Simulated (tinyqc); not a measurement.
Hueckel theory of the pi electrons, for the molecule O=c1cccccc1 (SMILES; centres numbered as the heavy atoms are written), step by step. One step of it, computed by the program tinyqc.

Problem. Orbitals. Diagonalise; E = alpha + x beta with beta < 0, so the largest x are filled first; degenerate levels share their electrons. P = sum n_i c_ri c_si; each orbital has its largest coefficient positive (the first on a tie).

Hueckel matrix in units of beta (H = alpha + beta A), lower triangle:
```
          1O        2C        3C        4C        5C        6C        7C        8C
1O  1.110000
2C  1.000000  0.000000
3C  0.000000  1.000000  0.000000
4C  0.000000  0.000000  1.000000  0.000000
5C  0.000000  0.000000  0.000000  1.000000  0.000000
6C  0.000000  0.000000  0.000000  0.000000  1.000000  0.000000
7C  0.000000  0.000000  0.000000  0.000000  0.000000  1.000000  0.000000
8C  0.000000  1.000000  0.000000  0.000000  0.000000  0.000000  1.000000  0.000000
```

pi electrons, sum of z_r less the charge = 8

Give: x values; occupations; coefficients; charge and bond-order matrix P.

Solution.

x values: 2.2226  1.6450  1.2470  0.7587  -0.4450  -0.6084  -1.8019  -1.9079

occupations: 2.0000  2.0000  2.0000  2.0000  0.0000  0.0000  0.0000  0.0000

coefficients:
```
       MO1      MO2      MO3      MO4      MO5      MO6      MO7      MO8
1O  0.4856   0.4984   0.0000   0.6285   0.0000  -0.2885   0.0000  -0.1939
2C  0.5403   0.2666   0.0000  -0.2208   0.0000   0.4958   0.0000   0.5851
3C  0.3577  -0.0299   0.4179  -0.3980   0.5211  -0.0066   0.2319  -0.4613
4C  0.2546  -0.3158   0.5211  -0.0812  -0.2319  -0.4918  -0.4179   0.2949
5C  0.2082  -0.4896   0.2319   0.3364  -0.4179   0.3058   0.5211  -0.1014
6C  0.2082  -0.4896  -0.2319   0.3364   0.4179   0.3058  -0.5211  -0.1014
7C  0.2546  -0.3158  -0.5211  -0.0812   0.2319  -0.4918   0.4179   0.2949
8C  0.3577  -0.0299  -0.4179  -0.3980  -0.5211  -0.0066  -0.2319  -0.4613
```

charge and bond-order matrix P, lower triangle:
```
         1O       2C       3C       4C       5C      6C      7C      8C
1O   1.7583
2C   0.5130   0.8236
3C  -0.1826   0.5463   0.9237
4C  -0.1695   0.1426   0.7012   0.8854
5C   0.1371  -0.1846   0.1043   0.6023   0.9000
6C   0.1371  -0.1846  -0.2834   0.1189   0.6848  0.9000
7C  -0.1695   0.1426  -0.1700  -0.2009   0.1189  0.6023  0.8854
8C  -0.1826   0.5463   0.2251  -0.1700  -0.2834  0.1043  0.7012  0.9237
```
